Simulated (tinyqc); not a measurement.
Diamond against structures with more neighbours: Stillinger-Weber potential for a tetrahedral semiconductor. Computed by tinyqc, a small Python program. Command: `OMP_NUM_THREADS=1 python tinyqc.py 3016071 3016072 out.jsonl swsi walk`. One thread of a shared host (Intel(R) Xeon(R) Processor @ 2.30GHz), about 0.04 s of CPU time with the checks.

With x = r/sigma: pair term eps A (B x^-4 - 1) exp(1/(x - a)); for each pair of neighbours j, k of atom i, three-body term eps lambda exp(gamma/(x_ij - a) + gamma/(x_ik - a)) (cos theta_jik + 1/3)^2; both vanish beyond x = a. A = 7.049556277, B = 0.6022245584, a = 1.8.

Inputs (values chosen for the exercise, modelled on silicon): energy scale eps = 2.136 eV; length scale sigma = 2.108 angstrom; three-body strength lambda = 22.4; gamma = 1.2.

Method. Each structure is relaxed in its neighbour distance d (lowest minimum for d between sigma and 1.7 sigma), with all neighbours inside the cut-off, second shells too where they fall inside.

Energies per atom (eV):
```
structure     first neighbours  d (angstrom)     pair  three-body    total  volume (angstrom^3)
diamond                      4        2.3661  -4.2720      0.0000  -4.2720               20.396
simple cubic                 6        2.6422  -5.4810      1.5810  -3.9001               18.445
bcc                          8        2.8398  -6.0856      2.2369  -3.8487               17.630
fcc                         12        2.9634  -6.0458      2.3160  -3.7298               18.402
```

What does the comparison show, and why?

The order is diamond < simple cubic < bcc < fcc, the lowest two 0.372 eV apart. Against diamond the pair energy changes by -1.21 (simple cubic), -1.81 (bcc), -1.77 (fcc) eV, while angles away from 109.47 degrees cost 1.58, 2.24, 2.32 eV; the bonds stretch to 2.96 angstrom in fcc to weaken that penalty.

Extremes, crossings and ranges named in words are read from the listed rows.
